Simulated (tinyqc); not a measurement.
What moves the optical response: interband optics of a two-band s-p chain from momentum matrix elements.

H(k) = [[Es - 2 ts cos ka, 2i V sin ka], [-2i V sin ka, Ep_ + 2 tp cos ka]] in the basis s, p; the lower band is full, with two electrons a cell. The velocity operator times hbar is W = dH/dk (eV angstrom); intra-atomic dipoles are left out.

With w(k) = |<c|W|v>|^2 and D(k) = Ec - Ev, on the mesh k_j = (j + 1/2)/N (2 pi/a): eps(E) = 1 + (8 pi e2/(a Ar)) mean_j (w/D^2) [1/(D - E - i eta) + 1/(D + E + i eta)], e2 = e^2/(4 pi eps0); light polarised along the chains, no local fields.

Constants: e^2/(4 pi eps0) = 14.39964547 eV angstrom; hbar^2/2m0 = 3.80998211 eV angstrom^2.

Parameters, chosen for this exercise: a = 4.17 angstrom (period); Es = 2.52 eV (upper orbital (s)); Ep_ = -1.94 eV (lower orbital (p)); ts = 0.59 eV (s-s hopping); tp = 0.5 eV (p-p hopping); V = 1.59 eV (s-p hopping); Ar = 7.9 angstrom^2 (cross-section per chain).

Mesh of 400 points; n_eff = 2 mean(w/(c D)), c = hbar^2/2m0.

One parameter was then changed.

Results before and after:

| case | smallest D (eV) | largest D (eV) | n_eff | eps(0) |
|---|---|---|---|---|
| base | 2.281 | 7.937 | 7.019 | 25.539 |
| changed | 2.581 | 8.132 | 6.792 | 20.166 |

Which of these changes was made? (a) V = 1.749 eV; (b) Ar = 8.69 angstrom^2; (c) ts = 0.708 eV; (d) Es = 2.82 eV; (e) a = 4.378 angstrom.

Answer: (d) Es = 2.82 eV. Of the candidates, run in turn, only this one gives the changed row.

All candidates:

| case | smallest D (eV) | largest D (eV) | n_eff | eps(0) |
|---|---|---|---|---|
| base | 2.281 | 7.937 | 7.019 | 25.539 |
| a = 4.378 angstrom | 2.281 | 7.937 | 7.737 | 26.763 |
| Es = 2.82 eV | 2.581 | 8.132 | 6.792 | 20.166 |
| ts = 0.708 eV | 2.045 | 7.981 | 7.116 | 30.868 |
| V = 1.749 eV | 2.281 | 8.425 | 7.988 | 28.530 |
| Ar = 8.69 angstrom^2 | 2.281 | 7.937 | 7.019 | 23.308 |

(tinyqc, `OMP_NUM_THREADS=1 python tinyqc.py 1681760 1681761 out.jsonl`, Intel(R) Xeon(R) Processor @ 2.30GHz, 1 thread, shared host, about 0.01 s.)
